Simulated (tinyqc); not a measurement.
# Inputs raised by 10 %, one at a time

Model: Koster-Slater impurity in a tight-binding band, by Green functions and by supercells. Computed by tinyqc, a small Python program. Command: `OMP_NUM_THREADS=1 python tinyqc.py 3010425 3010426 out.jsonl kosterslater sens`. One thread of a shared host (Intel(R) Xeon(R) Processor @ 2.30GHz), about 0.08 s of CPU time with the checks.

One orbital per site, e(k) = -2 t sum cos(k_i) over 3 direction(s), band from -6 t to 6 t, lattice constant 1. One site has the extra energy U. Spin is left out.

Inputs (values chosen for the exercise, for a model band):
```
quantity                   value      unit
hopping t                    1.8        eV
impurity potential U       -11.2        eV
supercell edge N               2     sites
energy inside the band E    -3.5        eV
broadening eta              0.14        eV
impurity concentration c  0.0001  per site
```

Lattice: simple cubic.

Constants: hbar = 6.582119569e-16 eV s.

Method:
- Outside the band G0(E) = (1/pi) int_0^pi dk (2/(pi z)) K(16 t^2/z^2), z = E + 2 t cos k, K the complete elliptic integral with parameter m; 200 Gauss-Legendre points.
- A bound state solves 1/U = G0(E).
- Bisection in ln(distance from the edge) between 1e-5 t and |U| + t. Weight on the impurity site: -1/(U^2 dG0/dE), by a central difference with step min(1e-4 t, distance/30). Decay length along an axis: 1/arccosh(1 + distance/(2 t)).
- Inside the band G0(z), z = E + i eta, comes from the chain form 1/(sqrt(y - 2t) sqrt(y + 2t)) (principal roots) at y = z + 2 t cos k + 2 t cos k', averaged over k and k' in (0, pi) with 200 Gauss-Legendre points each.
- T = U/(1 - U G0); phase shift delta = -arg(1 - U G0) in (-pi, pi]; host density of states -Im G0/pi; on the impurity -Im[G0/(1 - U G0)]/pi; lifetime of a band state hbar/(-2 c Im T).
- In a periodic cell of N sites along each direction with Bloch vector K, the level solves 1/U = N^-d sum_k 1/(E - e(k)), k_i = (2 pi m_i + K_i)/N, m_i = 0..N-1; the outermost root on the side of U is taken (bisection). d is the number of directions. Gamma means K_i = 0, the zone corner K_i = pi, the quarter point K_i = pi/2.
- The error is measured against the isolated level E_b.

Runs; columns: (1) input moved; (2) from; (3) to; (4) distance from the band edge (eV); (5) weight on the impurity site; (6) width between Gamma and the corner (eV); (7) scattering lifetime (fs):
```
(1)                                     (2)      (3)     (4)      (5)     (6)     (7)
base run                                  -        -  2.3006  0.79433  3.6593  812.45
hopping t (eV)                          1.8     1.98  1.6734  0.73204  4.4197  730.78
impurity potential U (eV)             -11.2   -12.32  3.2172  0.83944  3.3224  825.64
impurity concentration c (per site)  0.0001  0.00011  2.3006  0.79433  3.6593  738.59
energy inside the band E (eV)          -3.5    -3.85  2.3006  0.79433  3.6593  758.72
broadening eta (eV)                    0.14    0.154  2.3006  0.79433  3.6593  807.10
```

Exponents ln(y'/y) / ln(x'/x); columns: (1) input; (2) distance from the band edge; (3) weight on the impurity site; (4) width between Gamma and the corner; (5) scattering lifetime:
```
(1)                          (2)     (3)     (4)     (5)
hopping t                 -3.340  -0.857   1.981  -1.111
impurity potential U       3.518   0.579  -1.013   0.169
impurity concentration c   0.000   0.000   0.000  -1.000
energy inside the band E   0.000   0.000   0.000  -0.718
broadening eta             0.000   0.000   0.000  -0.069
```

Among the inputs moved here: distance from the band edge answers most in size to impurity potential U (exponent +3.518), next to hopping t (-3.340); its exponent is below 0.0005 for impurity concentration c, energy inside the band E, broadening eta. Weight on the impurity site answers most in size to hopping t (exponent -0.857), next to impurity potential U (+0.579); its exponent is below 0.0005 for impurity concentration c, energy inside the band E, broadening eta. Width between Gamma and the corner answers most in size to hopping t (exponent +1.981), next to impurity potential U (-1.013); its exponent is below 0.0005 for impurity concentration c, energy inside the band E, broadening eta. Scattering lifetime answers most in size to hopping t (exponent -1.111), next to impurity concentration c (-1.000). Its exponent -1.000 in impurity concentration c: independent scatterers.
